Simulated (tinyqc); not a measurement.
## Pull-up strength from the switching point

Inverse problem. Transistor (EKV form, voltages against the body): I = 2 n b Vt^2 [F(vp - Vs) - F(vp - Vd)] from drain to source, F(v) = ln^2(1 + exp(v/(2 Vt))), vp = (Vg - VT + sg |Vd - Vs|)/n. n-channel bodies are at 0; for the p-channel device all voltages are counted down from Vdd. b in uA/V^2 gives I in uA. In an inverter In(Vg = Vd = VM) equals Ip at the switching point VM. Find bp and the current there.

Parameters, values chosen for the exercise:
- T = 350 K (temperature)
- Vdd = 1 V (supply voltage)
- n = 1.4 (slope factor)
- sg = 0.085 (drain-induced barrier lowering)
- VTn = 0.29 V (n-channel threshold)
- VTp = 0.38 V (p-channel threshold (magnitude))
- bn = 650 uA/V^2 (gain factor of the pull-down transistor)

Constants: q = 1.602176634e-19 C, kB = 1.380649e-23 J/K, Vt = kB T/q. Results are converted to the units shown.

VM = 0.420675355 V

Answer. Ip is proportional to bp, so bp is In(VM) over the p-channel current for unit b.

bp = 320.0 uA/V^2
current at VM = 7.310 uA

tinyqc, about 0.04 s, one thread, Intel Xeon 2.30GHz (shared host): `OMP_NUM_THREADS=1 python tinyqc.py 2340134 2340135 out.jsonl`
